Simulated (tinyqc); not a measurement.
Gap voltage and exponent from three temperatures.

Question. At constant current VBE(T) = Vg0 - a T - eta (kB T/q) ln T, where a is a constant. Find Vg0, eta and dVBE/dT at the middle temperature.

Constants: q = 1.602176634e-19 C, kB = 1.380649e-23 J/K. Results are converted to the units shown.

T (K): 233  253  390
VBE at a constant current (V): 0.8471925726  0.8120997160  0.5610954943

Solution. The relation is linear in Vg0, a and eta, so three points give a linear system; the slope is (VBE - Vg0 - eta kB T/q)/T. eta rests on the curvature of VBE(T) alone, so real fits need accuracy of some tens of microvolts or better.

Vg0 = 1.187 V
eta = 3.300
dVBE/dT = -1.766 mV/K

Program tinyqc, `OMP_NUM_THREADS=1 python tinyqc.py 2062063 2062064 out.jsonl`; Intel Xeon 2.30GHz, shared host, one thread, about 0.02 s.
